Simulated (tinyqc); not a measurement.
Reverse leakage of an n+-p junction: diffusion, generation, trap-assisted and band-to-band tunnelling: one step of the calculation.

One-sided abrupt junction in the depletion approximation, x from the junction (0) to W on the p side, field F = F0 (1 - x/W). Flat quasi-Fermi levels, long p side. Traps generate through SRH with both lifetimes shortened by 1 + Gamma (Hurkx enhancement, form for moderate fields); band-to-band generation is local and needs a total bending above Eg.

Task. Field, scales and diffusion current. ni = sqrt(Nc Nv) exp(-Eg/(2 Vt)), Eg in volts; Vbi = Vt ln(Na Nd/ni^2); W = sqrt(2 eps0 eps_r (Vbi + VR)/(q Na)); F0 = 2 (Vbi + VR)/W; FG = sqrt(24 mt m0 (kB T)^3)/(q hbar); J_diff = q ni^2 sqrt(Dn/tau)(1 - exp(-VR/Vt))/Na.

Parameters, values chosen for the exercise; band and dielectric values close to those of silicon: temperature T = 350 K; band gap Eg = 1.11 eV; relative permittivity eps_r = 11.8; conduction-band density of states at T Nc = 3.47e19 cm^-3; valence-band density of states at T Nv = 3.33e19 cm^-3; acceptor density of the lighter side Na = 3.1e17 cm^-3; donor density of the heavier side Nd = 1e19 cm^-3; SRH lifetime of both carriers at zero field tau = 3e-7 s; tunnelling mass mt = 0.25 m0; electron diffusion coefficient on the lighter side Dn = 7.2 cm^2/s; reverse bias VR = 2.4 V.

Constants: q = 1.602176634e-19 C, kB = 1.380649e-23 J/K, hbar = 1.054571817e-34 J s, m0 = 9.1093837015e-31 kg, Vt = kB T/q, eps0 = 8.8541878128e-14 F/cm where lengths are in cm. Results are converted to the units shown.

Give: ni; Vbi; W; F0; FG; J_diff.

Result.

ni = 3.465e11 cm^-3
Vbi = 0.9314 V
W = 118.4 nm
F0 = 562.8 kV/cm
FG = 464.8 kV/cm
J_diff = 3.040e-10 A/cm^2

Computed by the program tinyqc: `OMP_NUM_THREADS=1 python tinyqc.py 2290003 2290004 out.jsonl`, one thread of a shared Intel Xeon 2.30GHz, about 0.01 s for the whole run.
